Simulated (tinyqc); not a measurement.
Worked calculation: defect-molecule model of a vacancy with Jahn-Teller distortion. Values are carried at full precision from step to step, so a last printed digit may differ when a step is redone from the rounded ones.

Four dangling hybrids a, b, c, d point into the vacancy: H_ii = E0, and -gm between any two. A tetragonal distortion Q pairs a with b and c with d: those two couplings become -gm - I Q and the other four -gm + I Q/2, at an elastic cost k Q^2/2. The a1 level holds two electrons; charge states 2+, + and 0 put n = 0, 1, 2 more into the lowest level of t2 origin. Energy from the 2+ state at Q = 0, with the Fermi level mu counted from Ev: W_n(Q) = n (et - 2 I Q) + k Q^2/2 + Uc n (n - 1)/2 - n mu. et = E0 + gm is the undistorted t2 level.

Values chosen for the exercise (of the size used for the vacancy in silicon; not measured data): E0 = 0.04 eV (level of a dangling hybrid, from Ev); gm = 0.3 eV (coupling between two dangling hybrids); I = 1.02 eV/angstrom (Jahn-Teller coupling); k = 14.6 eV/angstrom^2 (force constant of the mode); Uc = 0.18 eV (repulsion of two electrons in one orbital); Q = 0.21 angstrom (a trial distortion).

## The molecule at a trial distortion

Fill in H at Q.

H (eV), lower triangle:
```
         a        b        c       d
a   0.0400
b  -0.5142   0.0400
c  -0.1929  -0.1929   0.0400
d  -0.1929  -0.1929  -0.5142  0.0400
```

## One-electron levels

Diagonalise. By symmetry: a + b + c + d at E0 - 3 gm, a + b - c - d at E0 + gm - 2 I Q, and the pair a - b, c - d at E0 + gm + I Q.

levels (eV): -0.8600  -0.0884  0.5542  0.5542

The t2 triplet has split by 3 I Q = 0.6426 eV, and its centre has stayed.

## Relaxed charge states

Minimise W_n over Q: Q_n = 2 n I/k, gain n^2 E_JT with E_JT = 2 I^2/k. W_n at mu = 0 is n et - n^2 E_JT + Uc n (n - 1)/2.

E_JT = 0.1425 eV

States:

| n | charge | Q_n (angstrom) | gain (eV) | W_n (eV) |
|---|---|---|---|---|
| 0 | 2+ | 0.0000 | 0.0000 | 0.0000 |
| 1 | + | 0.1397 | 0.1425 | 0.1975 |
| 2 | 0 | 0.2795 | 0.5701 | 0.2899 |

## Transition levels and the effective U

From the energies W_n of the relaxed states with n = 0, 1, 2 electrons: E(2+/+) = W1 - W0, E(+/0) = W2 - W1, U_eff = E(+/0) - E(2+/+), E(2+/0) = (W2 - W0)/2.

levels above Ev (eV): (2+/+) 0.1975, (+/0) 0.0924, (2+/0) 0.1450

U_eff = -0.1050 eV

U_eff < 0: the second electron is bound more strongly than the first, the + state is never the lowest, and the charge changes by two at 0.1450 eV.

## Vertical against thermal levels

At fixed Q the level for adding the first electron is et - 2 I Q. Capture into 2+ at Q0 = 0 costs et; removal from + at Q1 = 2 I/k takes place at et - 2 E_JT, E_JT = 2 I^2/k; the thermal level lies between, and the Franck-Condon shift is E_JT on each side. et = E0 + gm.

levels (eV): vertical at Q0 0.3400, thermal 0.1975, vertical at Q1 0.0550

Stokes shift = 0.2850 eV

## Checks

- W2 from the formula against a numerical minimum over Q with the level from H(Q): both 0.28992.

(tinyqc, `OMP_NUM_THREADS=1 python tinyqc.py 1450355 1450356 out.jsonl`, Intel(R) Xeon(R) Processor @ 2.30GHz, 1 thread, shared host, about 0.01 s.)
